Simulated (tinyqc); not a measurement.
Growth over eight decades: Cabrera-Mott growth of a thin oxide under its own electric field. Computed by tinyqc, a small Python program. Command: `OMP_NUM_THREADS=1 python tinyqc.py 3027760 3027761 out.jsonl cabrera walk`. One thread of a shared host (Intel(R) Xeon(R) Processor @ 2.30GHz), about 0.01 s of CPU time with the checks.

Electrons cross the film freely and set a fixed potential V across it; the field V/x lowers the barrier for ions entering the oxide.

Inputs (values chosen for the exercise, for a model metal):

| quantity | value | unit |
|---|---|---|
| barrier W | 1.68 | eV |
| Mott potential V | 1.2 | V |
| ion charge number z | 1 | - |
| half jump distance b | 1.1 | angstrom |
| prefactor u0 = N Omega nu | 8.7e+12 | angstrom/s |
| temperature T | 300 | K |
| starting thickness x0 | 2.6 | angstrom |

Backward hops: ignored.

Constants: k_B = 8.617333262e-05 eV/K.

Method:
- u = u0 exp(-W/(k_B T)), X1 = z b V/(k_B T) with V in volts and k_B T in eV; dx/dt = u exp(X1/x).
- t(x) = int_(x0)^x dx / (dx/dt) by Gauss-Legendre quadrature (80 points on each side of (x0 + 2 x)/3), solved for x.
- Closed form for thin films (leading term of the integral): x solves (x^2/(u X1)) exp(-X1/x) = t.

u = 5.20908e-16 angstrom/s

X1 = 51.0599 angstrom

Thickness:

| t (s) | x (angstrom) | 1/x (1/angstrom) | closed form (angstrom) |
|---|---|---|---|
| 1.00e+00 | 2.6000 | 0.38462 | 1.5866 |
| 1.00e+01 | 2.6000 | 0.38462 | 1.7010 |
| 1.00e+02 | 2.6000 | 0.38461 | 1.8325 |
| 1.00e+03 | 2.6002 | 0.38459 | 1.9851 |
| 1.00e+04 | 2.6017 | 0.38436 | 2.1643 |
| 1.00e+05 | 2.6165 | 0.38219 | 2.3774 |
| 1.00e+06 | 2.7131 | 0.36859 | 2.6347 |
| 1.00e+07 | 2.9772 | 0.33589 | 2.9508 |
| 1.00e+08 | 3.3717 | 0.29658 | 3.3474 |

What does the comparison show, and why?

Per decade of time the film gains 1.6e-6 angstrom at first and 0.39 at the end. The inverse-logarithmic law predicts -X1 d(1/x)/d ln t near 1; the rows give 0.00 at first and 0.87 at the end. The closed form misses by at most a factor 1.6, as it needs x well below X1 and above x0.

Extremes, crossings and ranges named in words are read from the listed rows.
